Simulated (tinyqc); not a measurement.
Worked calculation: G0W0 on RHF in the 3-21g basis, for HeH+, spin multiplicity 1. Computed by tinyqc, a small Python program that keeps every step (integrals from PySCF). Settings: charge = 1, multiplicity = 1, basis = 3-21g, method = RHF, energy threshold = 1e-10, iteration cap = 88, orthogonalisation = symmetric, start = core, DIIS depth = 6. Command: `OMP_NUM_THREADS=1 python tinyqc.py 26694 26695 out.jsonl` (the two numbers bound the seeds that draw the settings). One thread of a shared host (Intel(R) Xeon(R) Processor @ 2.60GHz), about 0.05 s of CPU time with the checks. The early iterations of the SCF are left out here.

## One-electron integrals

Geometry (angstrom):
```
atom,x,y,z
He,0.000000,0.000000,0.000000
H,0.000000,0.000000,1.158000
```

Basis 3-21g: exponents (1/bohr^2) and contraction coefficients of normalised primitives:
```
element,l (shell),exponent,coefficient
He,s (1),13.626700,0.175230
He,s (1),1.999350,0.893482
He,s (2),0.382993,1.000000
H,s (1),5.447178,0.156285
H,s (1),0.824547,0.904691
H,s (2),0.183192,1.000000
```

Overlap, kinetic and nuclear-attraction integrals over the contracted functions; the nuclear repulsion is the sum of Za Zb / Rab.

nuclear repulsion = 0.91395028 hartree

overlap S, lower triangle:
```
,1He 1s,1He 2s,2H 1s,2H 2s
1He 1s,1.000000
1He 2s,0.595216,1.000000
2H 1s,0.044130,0.242026,1.000000
2H 2s,0.173278,0.499996,0.645899,1.000000
```

kinetic energy T (hartree), lower triangle:
```
,1He 1s,1He 2s,2H 1s,2H 2s
1He 1s,3.916124
1He 2s,0.578949,0.574489
2H 1s,-0.070651,0.028578,1.549405
2H 2s,0.040465,0.112343,0.293152,0.274788
```

nuclear attraction V (hartree), lower triangle:
```
,1He 1s,1He 2s,2H 1s,2H 2s
1He 1s,-5.946664
1He 2s,-2.507291,-2.429016
2H 1s,-0.154912,-0.580473,-2.634815
2H 2s,-0.691147,-1.073976,-1.371922,-1.541170
```

core Hamiltonian H = T + V (hartree), lower triangle:
```
,1He 1s,1He 2s,2H 1s,2H 2s
1He 1s,-2.030540
1He 2s,-1.928341,-1.854526
2H 1s,-0.225563,-0.551895,-1.085411
2H 2s,-0.650682,-0.961632,-1.078771,-1.266382
```

## Two-electron integrals

Functions are numbered as in S; the eight-fold symmetry (ij|kl) = (ji|kl) = (kl|ij) leaves the list below.

Two-electron integrals (ij|kl) in chemists' order, unique and non-zero (hartree):
```
i,j,k,l,(ij|kl)
1,1,1,1,1.803255
2,1,1,1,0.876507
2,1,2,1,0.452077
2,2,1,1,0.917008
2,2,2,1,0.514678
2,2,2,2,0.698314
3,1,1,1,0.054437
3,1,2,1,0.029289
3,1,2,2,0.035862
3,1,3,1,0.002620
3,2,1,1,0.154231
3,2,2,1,0.090106
3,2,2,2,0.137123
3,2,3,1,0.009063
3,2,3,2,0.052133
3,3,1,1,0.456717
3,3,2,1,0.271521
3,3,2,2,0.446689
3,3,3,1,0.027763
3,3,3,2,0.215788
3,3,3,3,1.140145
4,1,1,1,0.243039
4,1,2,1,0.126777
4,1,2,2,0.147236
4,1,3,1,0.008969
4,1,3,2,0.028431
4,1,3,3,0.085741
4,1,4,1,0.036435
4,2,1,1,0.369848
4,2,2,1,0.211778
4,2,2,2,0.305220
4,2,3,1,0.017088
4,2,3,2,0.078345
4,2,3,3,0.281635
4,2,4,1,0.063110
4,2,4,2,0.150090
4,3,1,1,0.293787
4,3,2,1,0.174208
4,3,2,2,0.283456
4,3,3,1,0.017292
4,3,3,2,0.123597
4,3,3,3,0.611403
4,3,4,1,0.054698
4,3,4,2,0.173723
4,3,4,3,0.345152
4,4,1,1,0.424460
4,4,2,1,0.250170
4,4,2,2,0.400585
4,4,3,1,0.022379
4,4,3,2,0.139384
4,4,3,3,0.626370
4,4,4,1,0.076640
4,4,4,2,0.228511
4,4,4,3,0.380329
4,4,4,4,0.482957
```

## Orthogonalisation

S = U s U^T; symmetric (Loewdin) form X = U s^(-1/2) U^T, so that X^T S X = 1.

eigenvalues of S: 0.254899  0.412475  1.199559  2.133067

X, lower triangle:
```
,1He 1s,1He 2s,2H 1s,2H 2s
1He 1s,1.191620
1He 2s,-0.422261,1.336124
2H 1s,0.023440,0.004624,1.235221
2H 2s,0.040676,-0.347443,-0.465160,1.372501
```

## Starting guess

The start is the orbitals of the core Hamiltonian; D = 2 C_occ C_occ^T.

D at the start, lower triangle:
```
,1He 1s,1He 2s,2H 1s,2H 2s
1He 1s,0.741144
1He 2s,0.615436,0.511051
2H 1s,0.052096,0.043260,0.003662
2H 2s,-0.011200,-0.009301,-0.000787,0.000169
```

## Iteration 6 (converged): orbitals

converged F (hartree), lower triangle:
```
,1He 1s,1He 2s,2H 1s,2H 2s
1He 1s,-0.558848
1He 2s,-1.398965,-0.973906
2H 1s,-0.289385,-0.411964,-0.204336
2H 2s,-0.595591,-0.594382,-0.571853,-0.574937
```

Diagonalise F' = X^T F X, C = X C', fill 1 alpha and 1 beta electrons from the bottom; D = 2 C_occ C_occ^T. Each column has its largest component positive (the first on a tie).

F' = X^T F X (hartree), lower triangle:
```
,1,2,3,4
1,0.393170
2,-1.507003,0.045847
3,-0.023679,-0.159777,0.214425
4,-0.143821,-0.249353,-0.538017,-0.097854
```

orbital energies (hartree): MO1 -1.403797, MO2 -0.402216, MO3 0.619475, MO4 1.742126

coefficients C:
```
,MO1,MO2,MO3,MO4
1He 1s,0.455475,-0.162144,-0.026184,-1.168774
1He 2s,0.595000,-0.432714,0.276827,1.210937
2H 1s,0.101076,0.369364,1.261364,-0.070923
2H 2s,0.075608,0.811609,-1.220591,-0.261218
```

D after iteration 6, lower triangle:
```
,1He 1s,1He 2s,2H 1s,2H 2s
1He 1s,0.414915
1He 2s,0.542016,0.708051
2H 1s,0.092075,0.120281,0.020433
2H 2s,0.068875,0.089974,0.015284,0.011433
```

## Convergence

Stop when the energy changes by less than 1e-10 hartree and every element of the error matrix X^T (F D S - S D F) X is below 3e-06.

Course of the cycle:
```
iteration,E (hartree),change,largest element of the error matrix
1,-2.74573483,-,7.02e-01
2,-2.86505797,-1.19e-01,2.85e-02
3,-2.86610917,-1.05e-03,4.70e-03
4,-2.86614401,-3.48e-05,1.45e-04
5,-2.86614404,-3.19e-08,2.29e-06
6,-2.86614404,-4.22e-12,1.10e-07
```

PySCF RHF in the same basis = -2.86614404 hartree

Converged in 6 iterations.

## Populations, bond orders and dipole

Mulliken: Z minus the diagonal of D S on the atom; Loewdin: the same with S^(1/2) D S^(1/2); Mayer order: 2 sum_s sum (D(s) S)_ij (D(s) S)_ji over the two atoms.

Charges (e):
```
atom,Mulliken,Loewdin
1He,0.141706,0.209723
2H,0.858294,0.790277
```

Mayer bond orders:
```
pair,order
2-1,0.263331
```

dipole moment about the origin, x y z (debye): 0.000000  0.000000  4.865034

## Integrals over molecular orbitals

(pq|rs) = sum C_ip C_jq C_kr C_ls (ij|kl), one index at a time.

one-electron integrals over orbitals h = C^T H C (hartree), lower triangle:
```
,1,2,3,4
1,-2.376297
2,0.159794,-1.250135
3,-0.002993,-0.136744,-0.169681
4,0.275248,-0.179715,0.014770,0.101816
```

Two-electron integrals over orbitals (pq|rs), unique and non-zero (hartree):
```
p,q,r,s,(pq|rs)
1,1,1,1,0.972500
2,1,1,1,-0.159794
2,1,2,1,0.079511
2,2,1,1,0.463715
2,2,2,1,0.055175
2,2,2,2,0.606367
3,1,1,1,0.002993
3,1,2,1,0.018828
3,1,2,2,0.052092
3,1,3,1,0.016723
3,2,1,1,0.077786
3,2,2,1,0.037579
3,2,2,2,0.161361
3,2,3,1,0.045848
3,2,3,2,0.147492
3,3,1,1,0.402939
3,3,2,1,0.084087
3,3,2,2,0.616241
3,3,3,1,0.069944
3,3,3,2,0.211205
3,3,3,3,0.689096
4,1,1,1,-0.275248
4,1,2,1,0.086522
4,1,2,2,-0.045914
4,1,3,1,0.004325
4,1,3,2,-0.008716
4,1,3,3,-0.015047
4,1,4,1,0.231800
4,2,1,1,0.133118
4,2,2,1,-0.037401
4,2,2,2,0.009127
4,2,3,1,-0.003315
4,2,3,2,0.003914
4,2,3,3,-0.001677
4,2,4,1,-0.083119
4,2,4,2,0.040602
4,3,1,1,-0.005223
4,3,2,1,-0.001220
4,3,2,2,-0.004567
4,3,3,1,-0.000205
4,3,3,2,-0.007887
4,3,3,3,-0.007519
4,3,4,1,-0.007114
4,3,4,2,0.000746
4,3,4,3,0.003755
4,4,1,1,0.936055
4,4,2,1,-0.167617
4,4,2,2,0.427105
4,4,3,1,-0.004192
4,4,3,2,0.057384
4,4,3,3,0.362380
4,4,4,1,-0.303068
4,4,4,2,0.138507
4,4,4,3,-0.004012
4,4,4,4,0.963717
```

## Screening: direct RPA

With D = e_a - e_i and K = (ia|jb): diagonalise D^(1/2) (D + 4K) D^(1/2) = Z w^2 Z^T; X + Y = D^(1/2) Z w^(-1/2), each column of Z with its largest component positive (the first on a tie); E_c = (sum w - tr (D + 2K)) / 2.

D^(1/2) (D + 4K) D^(1/2) (hartree^2), lower triangle:
```
,1>2,1>3,1>4
1>2,1.321713
1>3,0.107211,4.228972
1>4,0.614332,0.043643,12.813735
```

excitation energies w (hartree): 1.133684  2.057284  3.584238

X + Y:
```
,1,2,3
1>2,0.938015,0.024564,0.028165
1>3,-0.047505,0.991056,0.004298
1>4,-0.088363,-0.009402,0.935516
```

RPA correlation energy = -0.02581986 hartree

## G0W0 on Hartree-Fock: HOMO

W(p,q,m) = sqrt2 sum_ia (pq|ia) (X+Y)_ia,m; Sigma_c(x) = sum_(i,m) W^2/(x - e_i + w_m) + sum_(a,m) W^2/(x - e_a - w_m); solve x = e_p + Sigma_c(x) by Newton steps; Z = 1/(1 - dSigma/dx); 1 hartree = 27.211386 eV.

The 12 largest terms at x = e_p (hartree; W for the signs of X + Y given):
```
q,m,W,term
1,3,-0.370505,0.038299
1,1,-0.177780,0.027879
4,3,0.310149,-0.014293
2,1,0.093399,-0.004085
2,3,0.117752,-0.003024
4,1,0.085519,-0.001709
2,2,0.028001,-0.000256
3,1,0.023313,-0.000172
3,2,0.024035,-0.000142
3,3,0.006573,-0.000008
4,2,0.005985,-0.000007
1,2,0.002304,2.58e-06
```

Newton steps (hartree):
```
step,x,Sigma_c(x),Z
0,-1.403797,0.042486,0.961031
1,-1.362967,0.040867,0.962690
2,-1.362931,0.040866,0.962692
```

quasiparticle energy of the HOMO = -37.087250 eV

Hartree-Fock value = -38.199271 eV

## G0W0 on Hartree-Fock: LUMO

As before.

The 12 largest terms at x = e_p (hartree; W for the signs of X + Y given):
```
q,m,W,term
2,1,0.075430,-0.005019
1,1,0.093399,0.004085
1,3,0.117752,0.003024
2,2,0.075538,-0.002774
4,3,-0.111478,-0.002169
3,2,0.065680,-0.001401
3,1,0.047859,-0.001063
2,3,-0.058231,-0.000946
4,1,-0.039005,-0.000464
1,2,0.028001,0.000256
3,3,-0.009756,-0.000021
4,2,-0.004841,-0.000006
```

Newton steps (hartree):
```
step,x,Sigma_c(x),Z
0,-0.402216,-0.006497,0.989933
1,-0.408647,-0.006431,0.989983
2,-0.408647,-0.006431,0.989983
```

quasiparticle energy of the LUMO = -11.119860 eV

Hartree-Fock value = -10.944851 eV
